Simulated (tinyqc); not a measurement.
Inside a calculation. Model: effective-mass impurity with a central-cell term, in a basis of Slater functions. Computed by tinyqc, a small Python program that keeps every step. Command: `OMP_NUM_THREADS=1 python tinyqc.py 3003489 3003490 out.jsonl centralcell walk`. One thread of a shared host (Intel(R) Xeon(R) Processor @ 2.30GHz), about 0.01 s of CPU time with the checks. Intermediate numbers are printed to about 6 digits and carried at full precision; extremes and crossings named in words are read from the listed rows.

The envelope obeys H = -nabla^2 - (2/r) [Z + A exp(-kappa r)] in effective units, with kappa = a*/lambda; positive A deepens the well near the core.

Inputs (values chosen for the exercise, for a model semiconductor):
```
quantity,value,unit
effective mass m,0.0967,m_0
dielectric constant eps,10.3,-
charge Z of the core,1,-
central-cell strength A,21,-
central-cell range lambda,1.1,angstrom
basis size n,5,-
smallest exponent zeta_1,0.53,1/a*
ratio beta of exponents,2.6,-
```

Impurity: donor, one isotropic band.

Constants: Ry = 13.605693123 eV; a_0 = 0.529177210903 angstrom.

## Effective units

Units: Ry* = Ry m/eps^2 and a* = a_0 eps/m, with m in m_0. kappa = a*/lambda; the hydrogenic ground state is bound by Z^2 Ry*.

Ry* = 12.4015 meV

a* = 56.3653 angstrom

kappa = 51.2412 1/a*

hydrogenic binding energy = 12.4015 meV

## Matrices over the s basis

zeta_i = zeta_1 beta^(i-1), i = 1..n. For s functions exp(-zeta r), with s = zeta_i + zeta_j: S = 2/s^3, T = zeta_i zeta_j S, V = -2 Z/s^2, W = -2 A/(s + kappa)^2; each function is normalised by dividing by sqrt(S_ii S_jj).

exponents (1/a*): [0.53, 1.378, 3.5828, 9.31528, 24.2197]

overlap S, lower triangle (symmetric):
```
,1,2,3,4,5
1,1.00000
2,0.71886,1.00000
3,0.30090,0.71886,1.00000
4,0.09196,0.30090,0.71886,1.00000
5,0.02427,0.09196,0.30090,0.71886,1.00000
```

kinetic T (Ry*), lower triangle (symmetric):
```
,1,2,3,4,5
1,0.2809
2,0.525010,1.898884
3,0.571378,3.54907,12.8365
4,0.454031,3.86251,23.9917,86.7744
5,0.311524,3.06925,26.1106,162.184,586.595
```

Coulomb V (Ry*), lower triangle (symmetric):
```
,1,2,3,4,5
1,-1.06
2,-1.37158,-2.756
3,-1.23755,-3.56611,-7.1656
4,-0.905402,-3.21763,-9.27188,-18.63056
5,-0.600644,-2.35405,-8.36583,-24.1069,-48.4395
```

central cell W (Ry*), lower triangle (symmetric):
```
,1,2,3,4,5
1,-0.00914353
2,-0.0371196,-0.150770
3,-0.143469,-0.583463,-2.26491
4,-0.493886,-2.01424,-7.87388,-27.8159
5,-1.33799,-5.48624,-21.7351,-79.2153,-240.212
```

## Generalised eigenproblem

(T + V + W) c = E S c with c^T S c = 1 and the largest component positive.

two lowest levels (Ry*): [-1.11904, -0.13668]

coefficients of the lowest state: [0.247217, 0.820936, -0.028100, 0.015163, 0.010768]

<T> = 1.60862 Ry*

<W> = -0.288333 Ry*

## Converged levels

Large basis: zeta_i = 0.06 x 1.6^(i-1), i = 1..22, same formulas; for p functions r exp(-zeta r): S = 24/s^5, T = zeta_i zeta_j S (centrifugal term included), V = -12 Z/s^4, W = -12 A/(s + kappa)^4; overlap eigenvalues below 1e-11 are dropped. Binding energies are -E Ry*; the effective quantum number is nu = Z/sqrt(-E); |psi(0)|^2 is given relative to the hydrogenic Z^3/(pi a*^3).

1s binding energy = 14.0250 meV

2s binding energy = 3.29291 meV

2p binding energy = 3.10033 meV

effective quantum number of 1s = 0.940340

relative |psi(0)|^2 = 11.4111

The central cell moves 1s by +1.624 meV, 2s by +0.193 meV and 2p by a negligible amount: p states vanish at the core, so the 2p level gives the hydrogenic scale and 1s the chemical shift. The small basis lies 0.15 meV above the converged 1s level. Caution: the density at the core is many times hydrogenic, so the result hangs on the model potential inside one cell, where the envelope picture is weak.

## Chemical shift by three methods

First order: shift = 8 A Z^3/(2 Z + kappa)^2 Ry*. One exponent: minimise zeta^2 - 2 Z zeta - 8 A zeta^3/(2 zeta + kappa)^2 by golden section on 0.2 to 6 Z. All shifts are the binding beyond Z^2 Ry*.

Shift of the 1s binding energy (meV):
```
A,first order,one exponent,large basis
-21.00,-0.734999,-0.65477,-0.48989
-10.50,-0.367499,-0.34596,-0.29280
2.10,0.073500,0.07445,0.07756
5.25,0.183750,0.18982,0.21167
10.50,0.367499,0.39291,0.50137
21.00,0.734999,0.84718,1.62354
26.20,0.916998,1.10136,2.95690
```

The three columns are ordered, first order <= one exponent <= large basis, since each is a variational bound with more freedom. At the largest attractive A first order gives 31 % and one exponent 37 % of the shift; at the most repulsive A the true shift is -0.490 meV against -0.735. Attraction pulls the envelope in and feeds itself, repulsion pushes it out and saturates.

## Convergence with the basis

The error is the lowest level above the large-basis value.

Error of the 1s level:
```
n,error (meV),largest exponent (1/a*)
1,4.24963,5.30000e-01
2,0.86335,1.37800e+00
3,0.85801,3.58280e+00
4,0.36446,9.31528e+00
5,0.14727,2.42197e+01
6,0.09301,6.29713e+01
7,0.09190,1.63725e+02
8,0.09156,4.25686e+02
```

The error falls from 4.25 to 0.0916 meV. The last function changes it by less than 5 %: it has levelled off, and what remains is set by beta and zeta_1, not by the range of exponents.

Checks made by the program: the large basis at A = 0 against Z^2, Z^2/4 and Z^2/4 (relative difference 5e-06).
